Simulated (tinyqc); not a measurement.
Two branches across an indirect gap: complex band structure along [001] in sp3s* tight binding.

For k = (0, 0, kz) the phase sums are g0 = cos(phi) and g3 = i sin(phi), phi = kz a/4, and the s, pz, s* orbitals of anion (a) and cation (c) decouple from px, py. With z = exp(i phi), H(z) = H0 + z T + T^T/z for any complex z. H0 is diagonal (Esa, Epa, Exa, Esc, Epc, Exc). The anion-cation block is B(z) = z U + W/z and the cation-anion block z W^T + U^T/z, where U has Vss/2 (s,s), Vsapc/2 (s,z), -Vscpa/2 (z,s), Vxx/2 (z,z), Vxapc/2 (s*,z), -Vpaxc/2 (z,s*), and W has the same values with the s-z and s*-z signs reversed. |z| = 1 is a band state, |z| < 1 decays along [001] as exp(-kappa d) over a distance d, kappa = -(4/a) ln|z|. No spin-orbit coupling.

Values chosen for the exercise (out of a larger set: near a published set for Si, fitted to gaps, whose masses and valley positions are rough (light masses up to twice too heavy); not measured data): p = (-4.208, 1.703, -4.208, 1.703, 6.721, 6.721, -8.349, 1.704, 4.602, 5.716, 5.716, 5.373, 5.373) eV (order Esa, Epa, Esc, Epc, Exa, Exc, Vss, Vxx, Vxy, Vsapc, Vscpa, Vxapc, Vpaxc); a = 5.427 angstrom (lattice constant); Eg = 1.168 eV (top of the energy range, the indirect gap).

Ev = -0.00100 eV

The smallest kappa with Re kz = 0 and the smallest with Re kz > 0, at energies E from Ev; a dash: no such root.

Decay constants:

| E/Eg | E (eV) | kappa at Gamma (1/angstrom) | kappa off Gamma (1/angstrom) | its Re kz (2 pi/a) |
|---|---|---|---|---|
| 0.05 | 0.0584 | 0.0526 | 0.4429 | 0.722 |
| 0.20 | 0.2336 | 0.1034 | 0.4092 | 0.724 |
| 0.35 | 0.4088 | 0.1344 | 0.3715 | 0.725 |
| 0.50 | 0.5840 | 0.1576 | 0.3282 | 0.726 |
| 0.65 | 0.7592 | 0.1763 | 0.2767 | 0.727 |
| 0.80 | 0.9344 | 0.1917 | 0.2108 | 0.729 |
| 0.90 | 1.0512 | 0.2005 | 0.1498 | 0.730 |
| 0.97 | 1.1330 | 0.2061 | 0.0823 | 0.730 |

How do the results move, and what explains it?

The branch from the valence band at Gamma decays more slowly below E/Eg of about 0.83, and the branch from the conduction valley above. The two differ in Re kz, so passing from one to the other needs kz from an abrupt interface, a steep field, a phonon or a defect. Valleys off the [001] axis, such as L, are not seen on these branches.

Program tinyqc; command `OMP_NUM_THREADS=1 python tinyqc.py 1481975 1481976 out.jsonl`; about 0.01 s on one thread of a shared Intel(R) Xeon(R) Processor @ 2.30GHz.
